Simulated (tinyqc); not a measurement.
Precursor delivery by bubblers, mass-transport growth and the solid composition of a III-V alloy: one step, computed by the program tinyqc.

1 sccm = 44.615 micromol/min; 1 torr = 133.322 Pa. The sources decompose fully at the surface.

Question. Bubblers. log10 p_v = a - b/T_bath; molar flow = F x 44.615 x p_v/(p_b - p_v) for a saturated bubbler.

Inputs (values chosen for the exercise, modelled on triethylgallium (source 1) and trimethylindium (source 2) for the vapour pressures):

| quantity | value | unit |
|---|---|---|
| bath temperature T1 | 298 | K |
| bath temperature T2 | 304 | K |
| bubbler pressure p_b | 760 | torr |
| carrier flow F1 | 51 | sccm |
| carrier flow F2 | 330 | sccm |

constants a, b of source 1 (log10 torr, K): 8.066  2162

constants a, b of source 2 (log10 torr, K): 10.53  3014

Give: vapour pressure 1; molar flow 1; vapour pressure 2; molar flow 2.

Answer.

vapour pressure 1 = 6.471 torr

molar flow 1 = 19.54 micromol/min

vapour pressure 2 = 4.126 torr

molar flow 2 = 80.37 micromol/min

One kelvin of bath error changes flow 1 by 5.7 % and flow 2 by 7.6 %.
